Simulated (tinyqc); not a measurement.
Overlap of hydrogenic dopants: pairs, impurity band and the Mott density, step by step. Values are carried at full precision from step to step, so a last printed digit may differ when a step is redone from the rounded ones.

Ry* = Ry m/eps^2, aB = a0 eps/m. For 1s orbitals a distance rho = R/aB apart, in Ry*: overlap S = exp(-rho)(1 + rho + rho^2/3), J = (2/rho)(1 - (1 + rho) exp(-2 rho)) (attraction to the other ion), Kx = 2 (1 + rho) exp(-rho) (exchange of one electron). One electron on a pair has E = -1 - (J +/- Kx)/(1 +/- S), without the repulsion 2/rho of the ions. Hopping after orthogonalisation: t = (Kx - S J)/(1 - S^2), half the splitting. Dopants on a lattice with z neighbours, n = 1/R^3 (simple cubic), give a band of width B = 2 z t, as on any lattice of two interpenetrating sublattices. Valleys, central cells and disorder are left out.

Constants: Ry = 13.60569312 eV; a0 (Bohr radius) = 0.5291772105 angstrom; hbar = 6.58211957e-16 eV s.

Parameters, chosen for this exercise (an isotropic mass and dielectric constant of the size used for donors in SiC; shifted at random, so the results belong to these values and not to a real crystal):
```
symbol  value   unit    meaning
m       0.422   m0      mass
eps     9.9             dielectric constant
N       0.0048  1/aB^3  dopant density
rho     2.8     aB      distance of a pair
u       1.25    Ry*     cost of a second electron on one dopant
z       6               neighbours in the dopant lattice
```

## Scales

Form Ry*, aB, and the density N in 1/cm^3 (1/angstrom^3 = 1e24/cm^3).

Ry* = 58.582 meV
aB = 12.414 angstrom
density = 2.509e+18 1/cm^3

## A pair with one electron

Form S, J, Kx, the two levels, t, and the total energy of the lower state with the repulsion, relative to a distant pair (-1).

S, J, Kx: 0.39000  0.70425  0.46216

levels (Ry*): even -1.83914, odd -1.39687

t = 0.22114 Ry*
energy of the pair against a distant one (negative: bound) = -0.12486 Ry*

In this host the pair is 3.5 nm long and its splitting 2t is 25.91 meV.

## The pair with two electrons (two-site Hubbard model)

t is the hopping between the two dopants. Singlet at (u - sqrt(u^2 + 16 t^2))/2 below the triplet at 0; estimate 4 t^2/u; weight of double occupancy (1 - u/sqrt(u^2 + 16 t^2))/2; swap time pi hbar/Jx with Jx the splitting in eV. t and u are in units of Ry*.

singlet-triplet splitting (meV): exact 8.240, 4 t^2/u 9.167

double occupancy = 0.0919
swap time = 0.251 ps

The estimate is 11.3 % too high at 4t/u = 0.71.

## The impurity band at this density

Form R/aB, t, B = 2 z t and N^(1/3) aB. Two estimates of the gap between the Hubbard bands: u - B (rigid bands, closing at B = u) and the Hubbard-III rule, which closes at B = (2/sqrt3) u; give B/u.

R/aB = 5.9282
t = 0.02020 Ry*

B: in Ry* 0.242, in meV 14.203

N^(1/3) aB = 0.1687
B/u = 0.194

Both rules leave a gap: an insulator at T = 0. Mott's screening rule, N^(1/3) aB = 0.26, puts this density on the insulating side.

## Checks

- Overlap S against numerical integration in elliptic coordinates: both 0.39000.

Program tinyqc; command `OMP_NUM_THREADS=1 python tinyqc.py 1450371 1450372 out.jsonl`; about 0.01 s on one thread of a shared Intel(R) Xeon(R) Processor @ 2.30GHz.
